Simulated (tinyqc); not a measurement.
## Thermal resistances of a two-die stack

Question. Heat leaves through the lower die only, and the system is linear. Find the resistance R1 from the lower die to the coolant, R2 between the dies, and the rise of the upper die when both are powered.

Parameters, values chosen for the exercise: power of the lower die P1 = 27 W; power of the upper die P2 = 3 W.

rises of the lower and upper die with only the lower one powered (K): [22.68, 22.68]
rises of the lower and upper die with only the upper one powered (K): [2.52, 3.93]

Answer. With only the lower die powered no heat crosses R2, so both dies rise by P1 R1; the difference in the second test is P2 R2; rises add.

R1 = 0.8400 K/W
R2 = 0.4700 K/W
rise of the upper die = 26.61 K

Program tinyqc, `OMP_NUM_THREADS=1 python tinyqc.py 2162124 2162125 out.jsonl`; Intel Xeon 2.30GHz, shared host, one thread, about 0.04 s.
